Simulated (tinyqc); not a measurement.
Sheet resistance and Hall data of a diffused or implanted layer: one step, computed by the program tinyqc.

Carriers are taken equal to the net active doping down to the junction (full ionisation, which deep dopants in wide-gap hosts do not reach; no spill-over, no depletion), and the Hall factor is 1.

Problem. Profile. N(x) = N_0 exp(-x^2/l^2), dose N_0 l sqrt(pi)/2, junction x_j = l sqrt(ln(N_0/N_B)). Mobility mu = mu_min + (mu_max - mu_min)/(1 + (N_t/N_ref)^alpha), N_t = active doping + N_B; carriers n = active doping - N_B, all dopants active. sigma = e n mu.

Inputs (values chosen for the exercise, modelled on boron in silicon):
```
quantity                                 value        unit
mu_min                                    46.7  cm^2/(V s)
mu_max                                     484  cm^2/(V s)
N_ref                                  2.3e+17      1/cm^3
exponent alpha                            0.74           -
peak concentration N_0                 4.7e+18      1/cm^3
length scale l                             760          nm
background doping N_B (opposite type)  2.8e+14      1/cm^3
```

Profile: Gaussian at the surface. Activation: complete.

Constants: e = 1.602176634e-19 C.

Give: Depth, doping, carriers, mobility and conductivity at 2, 10, 20, 35, 50, 65, 80, 90 and 98 % of the layer.

Solution.

Depth, doping, carriers, mobility and conductivity at 2, 10, 20, 35, 50, 65, 80, 90 and 98 % of the layer:
```
x (nm)  N (1/cm^3)  n (1/cm^3)  mu (cm^2/(V s))  sigma (S/cm)
47       4.682e+18   4.681e+18             89.2     6.687e+01
237      4.264e+18   4.264e+18             91.9     6.277e+01
474      3.185e+18   3.185e+18            101.4     5.174e+01
830      1.427e+18   1.427e+18            136.7     3.125e+01
1185     4.129e+17   4.126e+17            218.7     1.446e+01
1541     7.710e+16   7.682e+16            349.0     4.295e+00
1896     9.293e+15   9.013e+15            446.0     6.440e-01
2133     1.778e+15   1.498e+15            471.1     1.130e-01
2323     4.116e+14   1.316e+14            478.1     1.008e-02
```

The mobility varies by a factor 5.4 across these points and the conductivity by 6630.
